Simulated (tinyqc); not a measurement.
MOSFET in the linear regime without short-channel effects, parameter extraction from computed curves: one step of the calculation.

Inversion charge Q = Cox n Vt W0(exp((Vg - VT)/(n Vt))), W0 the Lambert function and n = nf; u = Q/Cox; mobility mu = mu0/(1 + th1 u + th2 u^2); channel resistance Rch = (L - dL)/(W mu Q); Id = Vd/(Rch + Rsd/W). Cox = eps0 eox/tox. Small Vd, no channel-length or drain effects.

Question. Transfer curve. u, mu, Rch and Id as defined.

Parameters, values chosen for the exercise; channel values of the order met in silicon transistors:

| symbol | value | unit | meaning |
|---|---|---|---|
| T | 300 | K | temperature |
| eox | 3.9 |  | relative permittivity of the gate insulator (close to silicon dioxide) |
| tox | 3.2 | nm | insulator thickness |
| mu0 | 120 | cm^2/(V s) | low-field mobility |
| th1 | 0.25 | 1/V | first mobility attenuation factor |
| th2 | 0 | 1/V^2 | second mobility attenuation factor |
| VT | 0.61 | V | threshold voltage |
| nf | 1.39 |  | body factor |
| W | 1 | um | gate width |
| L | 0.48 | um | drawn gate length |
| dL | 0.01 | um | drawn less effective length |
| Rsd | 370 | ohm um | source plus drain resistance |
| Vd | 0.05 | V | drain voltage |

Constants: q = 1.602176634e-19 C, kB = 1.380649e-23 J/K, Vt = kB T/q, eps0 = 8.8541878128e-14 F/cm where lengths are in cm. Results are converted to the units shown.

Vg, point 0 to 11 (V): 0.41  0.51  0.61  0.71  0.81  0.91  1.01  1.11  1.21  1.31  1.41  1.51

Wanted: u; mu; Rch; Id.

Answer.

```
point      u (V)  mu (cm^2/(V s))  Rch (ohm)    Id (uA)
0      1.3699e-4           120.00   2.6496e7  0.0018871
1      0.0020969           119.94   1.7318e6   0.028866
2       0.020380           119.39   1.7900e5    0.27875
3       0.074028           117.82      49937    0.99390
4        0.14891           115.69      25281     1.9492
5        0.23285           113.40      16495     2.9647
6        0.32128           111.08      12205     3.9763
7        0.41232           108.79     9710.2     4.9602
8        0.50503           106.55     8094.2     5.9072
9        0.59890           104.37     6967.7     6.8141
10       0.69363           102.27     6140.1     7.6804
11       0.78900           100.23     5507.6     8.5069
```

Computed by the program tinyqc: `OMP_NUM_THREADS=1 python tinyqc.py 2210074 2210075 out.jsonl`, one thread of a shared Intel Xeon 2.30GHz, about 0.01 s for the whole run.
